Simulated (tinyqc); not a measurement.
## Delay unit and parasitic delay from two ring oscillators

Inverse problem. A ring of 21 inverters oscillates at 1/(2 x 21 d), with stage delay d = tau (h + p) for fan-out h. Find tau, p and the delay at fan-out 4.

frequencies of 21-stage ring oscillators with fan-out 1 and 4 (GHz): 8.0644641  3.6171493

Solution. d is a straight line in h with slope tau and intercept tau p.

tau = 1.210 ps
p = 1.440
delay at fan-out 4 = 6.582 ps

Computed by the program tinyqc: `OMP_NUM_THREADS=1 python tinyqc.py 2082089 2082090 out.jsonl`, one thread of a shared Intel Xeon 2.30GHz, about 0.01 s for the whole run.
